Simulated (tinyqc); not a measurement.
Worked calculation: Pariser-Parr-Pople SCF with singles CI, for the molecule C=CC(=N)C(=C)C=O (SMILES; centres numbered as the heavy atoms are written). Computed by tinyqc, a small Python program that keeps every step. Settings: charge = 0, gamma = Ohno, start = huckel, damping = 0, iteration cap = 65, excitations kept = 6. Command: `OMP_NUM_THREADS=1 python tinyqc.py 23156 23157 out.jsonl` (the two numbers bound the seeds that draw the settings). One thread of a shared host (Intel(R) Xeon(R) Processor @ 2.60GHz), about 0.02 s of CPU time with the checks. Later iterations appear only in the table of the cycle.

## PPP integrals

Centres (angstrom, eV; a flat drawing with bonds scaled to 1.40 angstrom):
```
centre         x         y  core charge z         W  gamma_rr
1C      -2.80000   0.90900              1  11.16000  11.13000
2C      -1.40000   0.90900              1  11.16000  11.13000
3C      -0.70000  -0.30300              1  11.16000  11.13000
4N      -1.40000  -1.51600              1  14.10000  12.30000
5C       0.70000  -0.30300              1  11.16000  11.13000
6C       1.40000  -1.51600              1  11.16000  11.13000
7C       1.40000   0.90900              1  11.16000  11.13000
8O       2.80000   0.90900              1  17.70000  15.20000
```

Resonance integrals (eV):
```
i  j      beta
1  2  -2.39000
2  3  -2.39000
3  4  -2.51000
3  5  -2.39000
5  6  -2.39000
5  7  -2.39000
7  8  -2.51000
```

Ohno: gamma = 14.399645/sqrt(R^2 + a^2), a = 2 x 14.399645/(gamma_rr + gamma_ss); H_rr = -W_r - sum_(s != r) z_s gamma_rs; H_rs = beta for bonds.

repulsion gamma_rs (eV):
```
          1C        2C        3C        4N        5C        6C        7C        8O
1C  11.13000   7.55386   5.23960   4.70882   3.67023   2.86879   3.27656   2.52368
2C   7.55386  11.13000   7.55496   5.29647   5.23960   3.67003   4.66846   3.31782
3C   5.23960   7.55496  11.13000   7.72767   7.55386   5.23876   5.23960   3.72851
4N   4.70882   5.29647   7.72767  12.30000   5.29620   4.70898   3.68961   2.90223
5C   3.67023   5.23960   7.55386   5.29620  11.13000   7.55244   7.55496   5.41351
6C   2.86879   3.67003   5.23876   4.70898   7.55244  11.13000   5.23902   4.79005
7C   3.27656   4.66846   5.23960   3.68961   7.55496   5.23902  11.13000   8.10510
8O   2.52368   3.31782   3.72851   2.90223   5.41351   4.79005   8.10510  15.20000
```

core matrix H (eV):
```
           1C         2C         3C         4N         5C         6C         7C         8O
1C  -41.00154   -2.39000    0.00000    0.00000    0.00000    0.00000    0.00000    0.00000
2C   -2.39000  -48.46121   -2.39000    0.00000    0.00000    0.00000    0.00000    0.00000
3C    0.00000   -2.39000  -53.44297   -2.51000   -2.39000    0.00000    0.00000    0.00000
4N    0.00000    0.00000   -2.51000  -48.42998    0.00000    0.00000    0.00000    0.00000
5C    0.00000    0.00000   -2.39000    0.00000  -53.44081   -2.39000   -2.39000    0.00000
6C    0.00000    0.00000    0.00000    0.00000   -2.39000  -45.22807    0.00000    0.00000
7C    0.00000    0.00000    0.00000    0.00000   -2.39000    0.00000  -48.93332   -2.51000
8O    0.00000    0.00000    0.00000    0.00000    0.00000    0.00000   -2.51000  -48.48091
```

## Starting guess

pi electrons, sum of z_r less the charge = 8

Orbitals of the Hueckel matrix of the beta values.

P at the start:
```
          1C        2C        3C        4N        5C        6C        7C        8O
1C   1.00000   0.90978   0.00000  -0.40613  -0.07713   0.00000   0.00000   0.03762
2C   0.90978   1.00000   0.40613   0.00000   0.00000  -0.07713  -0.03762   0.00000
3C   0.00000   0.40613   1.00000   0.83265   0.36851   0.00000   0.00000  -0.07713
4N  -0.40613   0.00000   0.83265   1.00000   0.00000  -0.36851  -0.07713   0.00000
5C  -0.07713   0.00000   0.36851   0.00000   1.00000   0.83265   0.40613   0.00000
6C   0.00000  -0.07713   0.00000  -0.36851   0.83265   1.00000   0.00000  -0.40613
7C   0.00000  -0.03762   0.00000  -0.07713   0.40613   0.00000   1.00000   0.90978
8O   0.03762   0.00000  -0.07713   0.00000   0.00000  -0.40613   0.90978   1.00000
```

## Iteration 1: Fock matrix

F_rr = H_rr + P_rr gamma_rr / 2 + sum_(s != r) P_ss gamma_rs; F_rs = H_rs - P_rs gamma_rs / 2; E = tr P (H + F) / 2 + core repulsion sum_(r<s) z_r z_s gamma_rs.

F (eV):
```
          1C        2C        3C        4N        5C        6C        7C         8O
1C  -5.59500  -5.82617   0.00000   0.95620   0.14153   0.00000   0.00000   -0.04747
2C  -5.82617  -5.59500  -3.92415   0.00000   0.00000   0.14153   0.08781    0.00000
3C   0.00000  -3.92415  -5.59500  -5.72723  -3.78184   0.00000   0.00000    0.14378
4N   0.95620   0.00000  -5.72723  -7.95000   0.00000   0.86766   0.14228    0.00000
5C   0.14153   0.00000  -3.78184   0.00000  -5.59500  -5.53428  -3.92415    0.00000
6C   0.00000   0.14153   0.00000   0.86766  -5.53428  -5.59500   0.00000    0.97269
7C   0.00000   0.08781   0.00000   0.14228  -3.92415   0.00000  -5.59500   -6.19692
8O  -0.04747   0.00000   0.14378   0.00000   0.00000   0.97269  -6.19692  -10.10000
```

pi energy = -112.59838 eV

## Iteration 1: orbitals and new P

Diagonalise F (the basis is taken as orthonormal) and form P = 2 sum c c over the lowest orbitals.

orbital energies (eV): -15.50354  -14.26937  -11.59395  -11.06916  -2.22595  -1.40949  1.12420  3.32725

P after iteration 1:
```
          1C        2C        3C        4N        5C        6C        7C        8O
1C   0.95362   0.92485   0.07782  -0.36031  -0.06528  -0.03571  -0.01859   0.02717
2C   0.92485   1.00375   0.37289  -0.02106   0.00225  -0.06541  -0.02915   0.00349
3C   0.07782   0.37289   0.86241   0.84340   0.34090   0.05863   0.03483  -0.06147
4N  -0.36031  -0.02106   0.84340   1.21530  -0.02126  -0.32689  -0.06734   0.01449
5C  -0.06528   0.00225   0.34090  -0.02126   1.00990   0.85722   0.37785  -0.03715
6C  -0.03571  -0.06541   0.05863  -0.32689   0.85722   0.88005   0.13917  -0.33996
7C  -0.01859  -0.02915   0.03483  -0.06734   0.37785   0.13917   0.72144   0.86794
8O   0.02717   0.00349  -0.06147   0.01449  -0.03715  -0.33996   0.86794   1.35353
```

## Iteration 2: Fock matrix

As before.

F (eV):
```
          1C        2C        3C        4N        5C        6C        7C         8O
1C  -5.86020  -5.88310  -0.20387   0.84831   0.11980   0.05123   0.03046   -0.03429
2C  -5.88310  -6.33949  -3.79858   0.05577  -0.00588   0.12003   0.06805   -0.00579
3C  -0.20387  -3.79858  -5.60660  -5.76876  -3.67756  -0.15358  -0.09126    0.11460
4N   0.84831   0.05577  -5.76876  -8.40185   0.05631   0.76966   0.12424   -0.02103
5C   0.11980  -0.00588  -3.67756   0.05631  -6.68612  -5.62704  -3.81730    0.10055
6C   0.05123   0.12003  -0.15358   0.76966  -5.62704  -5.77995  -0.36455    0.81421
7C   0.03046   0.06805  -0.09126   0.12424  -3.81730  -0.36455  -4.89441   -6.02739
8O  -0.03429  -0.00579   0.11460  -0.02103   0.10055   0.81421  -6.02739  -10.18465
```

pi energy = -114.03281 eV

## Iteration 2: orbitals and new P

As before.

orbital energies (eV): -15.72242  -14.24878  -12.14272  -11.44189  -2.27668  -1.37996  0.71938  2.73980

P after iteration 2:
```
          1C        2C        3C        4N        5C        6C        7C        8O
1C   0.91233   0.92955   0.09415  -0.33630  -0.06105  -0.04105  -0.01882   0.02300
2C   0.92955   1.03460   0.35907  -0.03666  -0.00131  -0.06157  -0.02561   0.00471
3C   0.09415   0.35907   0.82396   0.84478   0.32957   0.06704   0.03680  -0.05559
4N  -0.33630  -0.03666   0.84478   1.27150  -0.03632  -0.30401  -0.06359   0.02017
5C  -0.06105  -0.00131   0.32957  -0.03632   1.06246   0.86350   0.36594  -0.05376
6C  -0.04105  -0.06157   0.06704  -0.30401   0.86350   0.81205   0.15371  -0.30500
7C  -0.01882  -0.02561   0.03680  -0.06359   0.36594   0.15371   0.65665   0.84745
8O   0.02300   0.00471  -0.05559   0.02017  -0.05376  -0.30500   0.84745   1.42646
```

## Iteration 3: Fock matrix

As before.

F (eV):
```
          1C        2C        3C        4N        5C        6C        7C         8O
1C  -5.82421  -5.90083  -0.24667   0.79179   0.11204   0.05888   0.03084   -0.02903
2C  -5.90083  -6.50727  -3.74639   0.09708   0.00343   0.11299   0.05978   -0.00781
3C  -0.24667  -3.74639  -5.39638  -5.77409  -3.63478  -0.17559  -0.09641    0.10363
4N   0.79179   0.09708  -5.77409  -8.45368   0.09619   0.71579   0.11731   -0.02927
5C   0.11204   0.00343  -3.63478   0.09619  -6.98464  -5.65077  -3.77232    0.14552
6C   0.05888   0.11299  -0.17559   0.71579  -5.65077  -5.69359  -0.40264    0.73048
7C   0.03084   0.05978  -0.09641   0.11731  -3.77232  -0.40264  -4.60846   -5.94433
8O  -0.02903  -0.00781   0.10363  -0.02927   0.14552   0.73048  -5.94433  -10.17884
```

pi energy = -114.17411 eV

## Iteration 3: orbitals and new P

As before.

orbital energies (eV): -15.67889  -14.13175  -12.21275  -11.45980  -2.26112  -1.33052  0.71178  2.71598

P after iteration 3:
```
          1C        2C        3C        4N        5C        6C        7C        8O
1C   0.89407   0.93134   0.09943  -0.32472  -0.05917  -0.04222  -0.01806   0.02126
2C   0.93134   1.05027   0.35236  -0.04179  -0.00285  -0.05979  -0.02384   0.00487
3C   0.09943   0.35236   0.80476   0.84471   0.32443   0.06968   0.03669  -0.05329
4N  -0.32472  -0.04179   0.84471   1.29545  -0.04246  -0.29305  -0.06174   0.02214
5C  -0.05917  -0.00285   0.32443  -0.04246   1.09066   0.86474   0.36029  -0.06025
6C  -0.04222  -0.05979   0.06968  -0.29305   0.86474   0.78078   0.15544  -0.28969
7C  -0.01806  -0.02384   0.03669  -0.06174   0.36029   0.15544   0.63328   0.83994
8O   0.02126   0.00487  -0.05329   0.02214  -0.06025  -0.28969   0.83994   1.45072
```

## Convergence

Stop when output and input P, before any damping, agree to 1e-7.

Course of the cycle:
```
iteration        E (eV)  largest |P(out) - P(in)|
1          -112.5983809                  3.54e-01
2          -114.0328068                  7.29e-02
3          -114.1741064                  3.13e-02
4          -114.2007130                  1.43e-02
5          -114.2062360                  6.59e-03
6          -114.2074227                  3.07e-03
7          -114.2076818                  1.44e-03
8          -114.2077389                  6.74e-04
9          -114.2077515                  3.17e-04
10         -114.2077544                  1.49e-04
11         -114.2077550                  7.03e-05
12         -114.2077551                  3.32e-05
13         -114.2077551                  1.57e-05
14         -114.2077551                  7.40e-06
15         -114.2077551                  3.50e-06
16         -114.2077551                  1.65e-06
17         -114.2077551                  7.83e-07
18         -114.2077551                  3.71e-07
19         -114.2077551                  1.76e-07
20         -114.2077551                  8.32e-08
```

Converged in 20 iterations.

## Converged orbitals

Charges are z - P_rr.

orbital energies (eV): -15.62906  -14.04458  -12.24785  -11.44622  -2.24631  -1.28709  0.72427  2.72256

coefficients:
```
        MO1       MO2       MO3       MO4       MO5       MO6       MO7       MO8
1C  0.14704  -0.24571   0.43180  -0.41400   0.30176   0.52321  -0.39589   0.19656
2C  0.27595  -0.36881   0.45678  -0.33351  -0.11780  -0.33893   0.46960  -0.34451
3C  0.46052  -0.35183  -0.01024   0.23765  -0.31751  -0.33797  -0.28091   0.56001
4N  0.31362  -0.33624  -0.02088   0.66853   0.38516   0.30641   0.17056  -0.26438
5C  0.52682   0.07133  -0.45551  -0.26071  -0.28204   0.17480  -0.30068  -0.49133
6C  0.27348   0.04366  -0.43596  -0.33213   0.65455  -0.25957   0.23520   0.26796
7C  0.35891   0.41367   0.09112  -0.00240  -0.27664   0.45024   0.53733   0.35184
8O  0.33266   0.62342   0.44555   0.18890   0.24778  -0.32034  -0.28337  -0.14890
```

pi charges: 1C 0.12034, 2C -0.06409, 3C 0.21512, 4N -0.31756, 5C -0.11616, 6C 0.24587, 7C 0.38352, 8O -0.46704

## Singles CI, singlets

Over the 6 single excitations with the smallest orbital gaps: A = (e_a - e_i) delta + 2 (ia|jb) - (ij|ab), with (pq|rs) = sum c_mp c_mq gamma_mn c_nr c_ns. f = 2/3 w |mu|^2 in atomic units, mu = sqrt2 sum c_ia sum_m c_mi c_ma R_m.

singlet CI matrix (eV):
```
          4>5       3>5       4>6       3>6       2>5       4>7
4>5   4.81130  -0.25076  -0.23712   0.50227   0.22340  -0.23324
3>5  -0.25076   5.52074   0.29770   0.00350   0.04192  -0.13297
4>6  -0.23712   0.29770   5.66888   0.11811  -0.00788   0.22965
3>6   0.50227   0.00350   0.11811   6.36527   0.37224  -0.29642
2>5   0.22340   0.04192  -0.00788   0.37224   7.16970   0.04870
4>7  -0.23324  -0.13297   0.22965  -0.29642   0.04870   7.42986
```

singlet excitation energies (eV): 4.55679  5.24657  5.98304  6.24433  7.32701  7.60799

oscillator strengths: 0.00340  0.71243  0.00015  0.98890  0.00799  0.20446

## Singles CI, triplets

Over the 6 single excitations with the smallest orbital gaps: A = (e_a - e_i) delta - (ij|ab), with (pq|rs) = sum c_mp c_mq gamma_mn c_nr c_ns.

triplet CI matrix (eV):
```
          4>5       3>5       4>6       3>6       2>5       4>7
4>5   3.38088  -0.74467  -0.88390   1.08264   0.47964  -0.51293
3>5  -0.74467   4.21374   1.08264   0.28204  -0.04199  -0.43597
4>6  -0.88390   1.08264   4.46620   0.32047   0.25611   0.30287
3>6   1.08264   0.28204   0.32047   5.20133   0.97434  -0.88381
2>5   0.47964  -0.04199   0.25611   0.97434   6.40310   0.61132
4>7  -0.51293  -0.43597   0.30287  -0.88381   0.61132   6.70962
```

triplet excitation energies (eV): 2.37351  3.16252  4.33165  5.93403  7.17831  7.39486
